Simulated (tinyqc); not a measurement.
Speciation in dilute and buffered hydrofluoric acid, oxide etch rate and bath loading: one step, computed by the program tinyqc.

Concentrations stand for activities, NH4+ and Cl- are spectators, and water ionisation is neglected. H, F and HF2 denote the ions H+, F- and HF2-. The base temperature is 298 K.

Task: One trial. Fluoride balance: [HF] + [F] + 2 [HF2] + 2 [H2F2] = HF added + NH4F added. Acid balance: [H] + [HF] + [HF2] + 2 [H2F2] = HF added + HCl added. For a trial [H], [HF] = [H][F]/K1, and the fluoride balance is a quadratic in [F]. Take pH = 3. The residual is the left side of the acid balance less the right.

Inputs (values chosen for the exercise, of the order of those for thermal oxide at room temperature): HF added = 0.045 mol/L; NH4F added = 0 mol/L; HCl added = 0.047 mol/L; K1 = [H][F]/[HF] = 0.000645 mol/L; K2 = [HF2]/([HF][F]) = 4.05 L/mol; K3 = [H2F2]/[HF]^2 = 2.53 L/mol.

Give: [F]; [HF]; [HF2]; [H2F2]; residual.

Result:

[F] = 0.015358 mol/L

[HF] = 0.023811 mol/L

[HF2] = 0.0014810 mol/L

[H2F2] = 0.0014344 mol/L

residual = -0.062839 mol/L

The residual is negative, so the pH lies below 3.
